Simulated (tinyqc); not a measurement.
Hubbard chain of 6 sites, step by step. One step of it, computed by the program tinyqc.

Task: Mean-field iteration 3. H(up) = T + U n(down), H(down) = T + U n(up); fill the lowest levels; n(new) = n + mixing (n(out) - n); E = tr T (rho up + rho down) + U sum n_up n_down of the output.

one-body matrix (hopping and site energies) (eV):
```
           1          2          3          4          5          6
1  -0.770000  -0.510000   0.000000   0.000000   0.000000   0.000000
2  -0.510000   0.790000  -0.510000   0.000000   0.000000   0.000000
3   0.000000  -0.510000   0.530000  -0.510000   0.000000   0.000000
4   0.000000   0.000000  -0.510000  -0.930000  -0.510000   0.000000
5   0.000000   0.000000   0.000000  -0.510000   0.580000  -0.510000
6   0.000000   0.000000   0.000000   0.000000  -0.510000   0.200000
```

U = 3.400000 eV

electrons, up and down: 2  1

mixing = 1

n(up) after iteration 2: 1 0.895876, 2 0.097778, 3 0.025062, 4 0.030700, 5 0.285427, 6 0.665157

n(down) after iteration 2: 1 0.000157, 2 0.003415, 3 0.016048, 4 0.028430, 5 0.281411, 6 0.670538

Give: levels, up; levels, down; energy; n(up) after iteration 3; n(down) after iteration 3.

Result:

levels, up (eV): -1.1113  -0.9220  0.3697  1.2992  1.4487  2.7157

levels, down (eV): -1.0910  0.3718  1.2777  1.4494  2.4889  2.7033

energy = -0.7767 eV

n(up) after iteration 3: 1 0.9013, 2 0.0959, 3 0.0974, 4 0.8701, 5 0.0345, 6 0.0007

n(down) after iteration 3: 1 0.0001, 2 0.0051, 3 0.0901, 4 0.8697, 5 0.0343, 6 0.0007
